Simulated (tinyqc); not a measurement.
# Planar ballistic transistor, top-of-the-barrier model, step by step

Computed by the program tinyqc: `OMP_NUM_THREADS=1 python tinyqc.py 2400121 2400122 out.jsonl`, one thread of a shared Intel Xeon 2.30GHz, about 0.01 s for the whole run. Printed values are rounded.

At the top of the source barrier, states moving towards the drain are filled by the source (Fermi level 0) and states moving back by the drain (Fermi level -q Vd); nothing scatters. U is the shift of the band edge there, set by the capacitances CG, CD and CS (the total) and by the charge. Parabolic two-dimensional band; the source is grounded.

Inputs (values chosen for the exercise); mass and valleys close to those of germanium:
- T = 200 K (temperature)
- m = 0.115 m0 (effective mass)
- gv = 4 (valley degeneracy)
- eox = 22 (relative permittivity of the gate insulator)
- tox = 3.6 nm (insulator thickness)
- aG = 0.92 (gate control CG/CS)
- aD = 0.066 (drain control CD/CS)
- E0 = 0.26 eV (band edge at the barrier top above the source Fermi level at zero bias)
- Vg = 0.7 V (gate voltage)
- Vd = 0.2 V (drain voltage)

Constants: q = 1.602176634e-19 C, kB = 1.380649e-23 J/K, hbar = 1.054571817e-34 J s, m0 = 9.1093837015e-31 kg, Vt = kB T/q, eps0 = 8.8541878128e-14 F/cm where lengths are in cm. Results are converted to the units shown.

## Density of states, capacitances and charge at zero bias

N0 = gv m kB T/(pi hbar^2), CG = eps0 eox/tox, vT = sqrt(2 kB T/(pi m)), CS = CG/aG, n0 = n at U = 0 and Vd = 0. eta1 = -(E0 + U)/Vt, eta2 = eta1 - Vd/Vt, n = (N0/2)[F_0(eta1) + F_0(eta2)], F_0(x) = ln(1 + exp x). UL = -(aG Vg + aD Vd).

N0 = 3.31175e12 cm^-2
CG = 5.41089 uF/cm^2
CS = 5.88140 uF/cm^2
n0 = 9.29707e5 cm^-2
UL = -0.6572 eV

## Iteration 1: self-consistent potential at the barrier top

U at the start (U = UL) = -0.6572 eV

eta1 = -(E0 + U)/Vt, eta2 = eta1 - Vd/Vt, n = (N0/2)[F_0(eta1) + F_0(eta2)], F_0(x) = ln(1 + exp x). U(out) = UL + q (n - n0)/CS. Newton step: U(new) = U + (U(out) - U)/(1 + CQ/CS), CQ = (q/Vt) dn/d(eta1) with both F' summed; F_0'(x) = 1/(1 + exp(-x)).

eta1 = 23.0466
eta2 = 11.4421
n = 5.71089e13 cm^-2
U(out) = 0.898527 eV
CQ = 30.7867 uF/cm^2
U after iteration 1 = -0.407668 eV

## Iteration 2: self-consistent potential at the barrier top

As before.

eta1 = 8.56809
eta2 = -3.03643
n = 1.42657e13 cm^-2
U(out) = -0.268584 eV
CQ = 16.0956 uF/cm^2
U after iteration 2 = -0.370447 eV

## Course of the iteration: self-consistent potential at the barrier top

Stop when U changes by less than 1e-9 eV, or after 90 iterations.

Course of the iteration:

| iteration | U (eV) | \|change\| (eV) |
|---|---|---|
| 1 | -0.407668 | 0.250 |
| 2 | -0.370447 | 0.0372 |
| 3 | -0.369718 | 7.29e-4 |
| 4 | -0.369718 | 7.86e-8 |
| 5 | -0.369718 | < 1e-13 |

Converged in 5 iterations. At the end the number of correct digits about doubles with each step.

## Current, mean velocity and share of the gate voltage

converged U = -0.369718 eV

N0 = gv m kB T/(pi hbar^2), CG = eps0 eox/tox, vT = sqrt(2 kB T/(pi m)), CS = CG/aG, n0 = n at U = 0 and Vd = 0. eta1 = -(E0 + U)/Vt, eta2 = eta1 - Vd/Vt, n = (N0/2)[F_0(eta1) + F_0(eta2)], F_0(x) = ln(1 + exp x). I = q (N0/2) vT [F_(1/2)(eta1) - F_(1/2)(eta2)] per width, F_(1/2)(x) = (2/sqrt(pi)) int_0^infinity u^(1/2)/(1 + exp(u - x)) du. Mean velocity I/(q n). CQ = (q/Vt) dn/d(eta1); the band edge follows the gate as -dU/dVg = aG/(1 + CQ/CS).

eta1 = 6.36613
n = 1.05531e13 cm^-2
I = 4280.66 uA/um
mean velocity = 2.53174e7 cm/s
CQ = 15.4483 uF/cm^2
-dU/dVg = 0.253679 eV/V

The carriers from the source are degenerate (eta1 = 6.37), and the mean velocity is 1.95 times vT = sqrt(2 kB T/(pi m)) = 1.30e7 cm/s.
